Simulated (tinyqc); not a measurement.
Short-channel transistor, virtual-source model with series resistance: one step of the calculation.

The current per gate width is the charge at the top of the source barrier (the virtual source) times its velocity times a saturation function; al and be are fitting constants of the model. Units: I in uA/um, Rs in ohm um, so I Rs = 1e-6 I Rs in volts; Q in uC/cm^2, so I = 1e-4 Q vx0 Fsat with vx0 in cm/s.

Problem. What the series resistance costs. Intrinsic voltages Vg' = Vgs - I Rs, Vd' = Vds - 2 I Rs. n = n0 + nd Vd', VT = VT0 - dl Vd', Ff = 1/(1 + exp((Vg' - VT + al Vt/2)/(al Vt))), Q = Cinv n Vt ln(1 + exp((Vg' - VT + al Vt Ff)/(n Vt))), Vdsat = (vx0 L/mu)(1 - Ff) + Vt Ff, Fsat = u/(1 + u^be)^(1/be) with u = Vd'/Vdsat, and I = Q vx0 Fsat per width. I0 is the current for Rs = 0. Effective velocity I/Q; transit time L Q/I.

Parameters, values chosen for the exercise:
- T = 300 K (temperature)
- Cinv = 1.02 uF/cm^2 (inversion capacitance)
- vx0 = 6.07e6 cm/s (velocity at the virtual source)
- mu = 130 cm^2/(V s) (apparent mobility)
- L = 16 nm (channel length)
- VT0 = 0.436 V (threshold at zero drain voltage)
- dl = 0.177 V/V (drain-induced barrier lowering)
- n0 = 1.54 (subthreshold factor)
- nd = 0 1/V (growth of n with drain voltage)
- al = 3.5 (threshold shift (in units of Vt) from weak to strong inversion)
- be = 2 (sharpness of saturation)
- Rs = 200 ohm um (series resistance of each contact)
- Vgs = 1 V (gate voltage)
- Vds = 0.5 V (drain voltage)

Constants: q = 1.602176634e-19 C, kB = 1.380649e-23 J/K, Vt = kB T/q. Results are converted to the units shown.

converged I = 339.98078 uA/um
I0 = 399.58081 uA/um

Give: loss against I0; effective velocity; transit time.

Solution.

loss against I0 = 14.916 %
effective velocity = 5.9463e6 cm/s
transit time = 0.26908 ps

The carriers leave the virtual source at 98.0 % of vx0: the device is in saturation.

Numbers from tinyqc (`OMP_NUM_THREADS=1 python tinyqc.py 2380081 2380082 out.jsonl`; about 0.01 s on one thread of a shared Intel Xeon 2.30GHz).
